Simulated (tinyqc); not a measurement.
# Undoped symmetric double-gate MOSFET, analytic potential model: several studies

An undoped body of thickness ts between two equal insulators and tied gates; long channel, electrons only, n = ni exp((psi - V)/Vt) with V the quasi-Fermi potential (0 at the source, Vd at the drain), constant mobility, no quantisation. Across the body psi(x) = V - 2 Vt ln[(ts/(2 beta)) sqrt(q ni/(2 eps0 eps_r Vt)) cos(2 beta x/ts)], x from the centre. Q is the electron charge per area of the whole body.

Inputs (values chosen for the exercise); material values those of a made-up semiconductor: temperature T = 300 K; band gap Eg = 0.897 eV; relative permittivity of the semiconductor eps_r = 15.2; conduction-band density of states at T Nc = 3.41e19 cm^-3; valence-band density of states at T Nv = 2.74e19 cm^-3; relative permittivity of the gate insulator eox = 9.06; insulator thickness tox = 5.3 nm; body thickness ts = 12 nm; gate work function less that of the intrinsic body dphi = -0.13 V; channel mobility mu = 400 cm^2/(V s); gate length L = 0.5 um; drain voltage Vd = 0.8 V.

Constants: q = 1.602176634e-19 C, kB = 1.380649e-23 J/K, Vt = kB T/q, eps0 = 8.8541878128e-14 F/cm where lengths are in cm. Results are converted to the units shown.

Each table varies one quantity; the others keep the values above.

## Effect of the insulator thickness

ni = sqrt(Nc Nv) exp(-Eg/(2 Vt)), Eg in volts; r = eps_r tox/(eox ts); V0 = dphi + 2 Vt ln[(2/ts) sqrt(2 eps0 eps_r Vt/(q ni))]. beta (between 0 and pi/2) solves (Vg - V0 - V)/(2 Vt) = ln(beta) - ln(cos beta) + 2 r beta tan(beta). Q = 8 eps0 eps_r Vt beta tan(beta)/ts; I = mu (1/L)(4 eps0 eps_r/ts)(2 Vt)^2 [g(beta_s) - g(beta_d)] per width, g = beta tan(beta) - beta^2/2 + r beta^2 tan^2(beta), with beta_s at V = 0 and beta_d at V = Vd.  I(low) is taken at Vg = -0.02 V, Qs and I(high) at Vg = 0.73 V.

The same in every row: V0 (V) = 0.2349.

Effect of the insulator thickness:

| tox (nm) | I(low) (nA/um) | Qs(high) (nC/cm^2) | I(high) (uA/um) |
|---|---|---|---|
| 1.8 | 0.2501 | 3200 | 581.8 |
| 2.5 | 0.2501 | 2399 | 448.0 |
| 3.7 | 0.2501 | 1697 | 326.5 |
| 5.3 | 0.2501 | 1232 | 243.3 |
| 7.6 | 0.2501 | 892.5 | 180.3 |
| 11 | 0.2501 | 639.4 | 132.0 |
| 16 | 0.2501 | 454.7 | 95.80 |

As tox goes from 1.8 to 16 nm, I(low) stays near 0.250 nA/um and I(high) falls from 582 to 95.8 uA/um. On average I(low) is independent of tox and I(high) goes as tox^(-0.83). Below threshold no voltage drops over the insulator in this long-channel model, so its thickness does not matter there. For tox = 1.8 to 11 nm the surface density at the source at the higher gate voltage passes 0.3 Nc, where Boltzmann statistics fail. In every row mu V/L at the higher gate voltage, with V the smaller of Vd and Vg - V0, passes 3e6 cm/s, so velocity saturation would lower the current.

## Effect of the gate work function less that of the intrinsic body

Same model as above.

Effect of the gate work function less that of the intrinsic body:

| dphi (V) | V0 (V) | I(low) (nA/um) | Qs(high) (nC/cm^2) | I(high) (uA/um) |
|---|---|---|---|---|
| -0.28 | 0.08494 | 80.36 | 1643 | 415.7 |
| -0.23 | 0.1349 | 11.92 | 1505 | 352.7 |
| -0.18 | 0.1849 | 1.729 | 1368 | 295.3 |
| -0.13 | 0.2349 | 0.2501 | 1232 | 243.3 |
| -0.08 | 0.2849 | 0.03616 | 1098 | 196.6 |
| -0.03 | 0.3349 | 0.005227 | 965.7 | 155.4 |
| 0.02 | 0.3849 | 7.556e-4 | 835.3 | 119.4 |

Read the table: what changes, and by how much?

As dphi goes from -0.28 to 0.02 V, I(low) falls from 80.4 to 7.56e-4 nA/um and I(high) falls from 416 to 119 uA/um. V0 rises from 0.0849 to 0.385 V. In every row the surface density at the source at the higher gate voltage passes 0.3 Nc, where Boltzmann statistics fail. For dphi = -0.28 to -0.03 V mu V/L at the higher gate voltage, with V the smaller of Vd and Vg - V0, passes 3e6 cm/s, so velocity saturation would lower the current.

## Transfer curve and volume inversion

Q = 8 eps0 eps_r Vt beta tan(beta)/ts; I = mu (1/L)(4 eps0 eps_r/ts)(2 Vt)^2 [g(beta_s) - g(beta_d)] per width, g = beta tan(beta) - beta^2/2 + r beta^2 tan^2(beta), with beta_s at V = 0 and beta_d at V = Vd. The drop is psi(surface) - psi(centre) at the source end; C = dQs/dVg, Cg = 2 eps0 eox/tox; gm = dI/dVg.

Results:

| Vg (V) | Qs (nC/cm^2) | drop (mV) | C/Cg | I (uA/um) | gm/I (1/V) |
|---|---|---|---|---|---|
| -0.07 | 0.001748 | 1.949e-4 | 2.234e-5 | 3.616e-5 | 38.68 |
| 0.1 | 1.231 | 0.1370 | 0.01543 | 0.02570 | 38.31 |
| 0.19 | 26.84 | 2.934 | 0.2421 | 0.6710 | 32.00 |
| 0.28 | 144.5 | 14.57 | 0.5819 | 6.280 | 18.41 |
| 0.37 | 325.4 | 29.28 | 0.7265 | 22.97 | 11.34 |
| 0.45 | 510.1 | 41.40 | 0.7927 | 49.62 | 8.224 |
| 0.54 | 732.8 | 53.30 | 0.8387 | 94.28 | 6.218 |
| 0.63 | 965.7 | 63.54 | 0.8690 | 155.4 | 4.972 |

Estimate the missing row, Vg = 0.02 V.

Computed row:

| Vg (V) | Qs (nC/cm^2) | drop (mV) | C/Cg | I (uA/um) | gm/I (1/V) |
|---|---|---|---|---|---|
| 0.02 | 0.05678 | 0.006328 | 7.249e-4 | 0.001175 | 38.66 |

With this row back in the table: The current rises from 3.62e-5 to 155 uA/um. In the first row gm/I is 38.7 1/V, within 0.01 % of 1/Vt: with no depletion charge the whole body follows the gate, and the swing is ideal. The drop between surface and centre goes from 1.9e-4 to 63.5 mV and passes Vt at Vg = 0.37 V among the rows; below that the density varies across the body by less than a factor of e (volume inversion). C reaches 0.87 of Cg in the last row. For Vg = 0.54 to 0.63 V the surface density at the source passes 0.3 Nc, where Boltzmann statistics fail. At Vg = 0.63 V mu V/L, with V the smaller of Vd and Vg - V0, passes 3e6 cm/s, so velocity saturation would lower the current.

Numbers from tinyqc (`OMP_NUM_THREADS=1 python tinyqc.py 2440151 2440152 out.jsonl`; about 0.02 s on one thread of a shared Intel Xeon 2.30GHz).
